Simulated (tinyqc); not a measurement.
RHF in the 6-31g basis, for H3-, spin multiplicity 1, step by step. The basis has no diffuse functions, so it cannot describe the extra electron: this is an exercise in the method, not the real anion. Computed by tinyqc, a small Python program that keeps every step (integrals from PySCF). Settings: charge = -1, multiplicity = 1, basis = 6-31g, energy threshold = 1e-09, iteration cap = 89, orthogonalisation = canonical, start = atomic densities, DIIS depth = 0, method = RHF. Command: `OMP_NUM_THREADS=1 python tinyqc.py 29078 29079 out.jsonl` (the two numbers bound the seeds that draw the settings). One thread of a shared host (Intel(R) Xeon(R) Processor @ 2.60GHz), about 0.2 s of CPU time with the checks.

Geometry (angstrom):

| atom | x | y | z |
|---|---|---|---|
| H | 0.000000 | 0.000000 | 0.000000 |
| H | 0.000000 | 0.000000 | 0.965000 |
| H | 0.000000 | 0.920000 | 0.483000 |

Stop when the energy changes by less than 1e-09 hartree and every element of the error matrix X^T (F D S - S D F) X is below 9e-06.

Course of the cycle:

| iteration | E (hartree) | change | largest element of the error matrix |
|---|---|---|---|
| 1 | -1.52629848 | - | 2.63e-01 |
| 2 | -1.30814801 | 2.18e-01 | 9.22e-02 |
| 3 | -1.31569465 | -7.55e-03 | 1.05e-02 |
| 4 | -1.31577739 | -8.27e-05 | 1.81e-03 |
| 5 | -1.31577956 | -2.17e-06 | 3.05e-04 |
| 6 | -1.31577973 | -1.68e-07 | 1.07e-04 |
| 7 | -1.31577982 | -8.90e-08 | 1.06e-04 |
| 8 | -1.31577990 | -8.43e-08 | 1.06e-04 |
| 9 | -1.31577999 | -8.39e-08 | 1.06e-04 |
| 10 | -1.31578007 | -8.40e-08 | 1.06e-04 |
| 11 | -1.31578016 | -8.40e-08 | 1.06e-04 |
| 12 | -1.31578024 | -8.41e-08 | 1.06e-04 |
| 13 | -1.31578032 | -8.41e-08 | 1.06e-04 |
| 14 | -1.31578041 | -8.42e-08 | 1.06e-04 |
| ... | ... | ... | ... |
| 76 | -1.31578568 | -8.46e-08 | 1.07e-04 |
| 77 | -1.31578576 | -8.46e-08 | 1.07e-04 |
| 78 | -1.31578585 | -8.45e-08 | 1.07e-04 |
| 79 | -1.31578593 | -8.44e-08 | 1.07e-04 |
| 80 | -1.31578602 | -8.44e-08 | 1.07e-04 |
| 81 | -1.31578610 | -8.43e-08 | 1.06e-04 |
| 82 | -1.31578618 | -8.42e-08 | 1.06e-04 |
| 83 | -1.31578627 | -8.42e-08 | 1.06e-04 |
| 84 | -1.31578635 | -8.41e-08 | 1.06e-04 |
| 85 | -1.31578644 | -8.40e-08 | 1.06e-04 |
| 86 | -1.31578652 | -8.39e-08 | 1.06e-04 |
| 87 | -1.31578660 | -8.38e-08 | 1.06e-04 |
| 88 | -1.31578669 | -8.37e-08 | 1.06e-04 |
| 89 | -1.31578677 | -8.36e-08 | 1.06e-04 |

Can the last value be used, and what does the course show?

Not by the stop rule, although the second column moves by less than 1e-06 over the last three steps. Not converged within the cap of 89 iterations: the residual has stopped falling. Reruns (cap 100 unless said): DIIS 8: not converged; damping 0.5: not converged; level shift 0.5: not converged; atomic densities as start, DIIS 8: not converged; the original settings with a cap of 400: not converged. PySCF RHF in the same basis = -1.31579580 hartree.
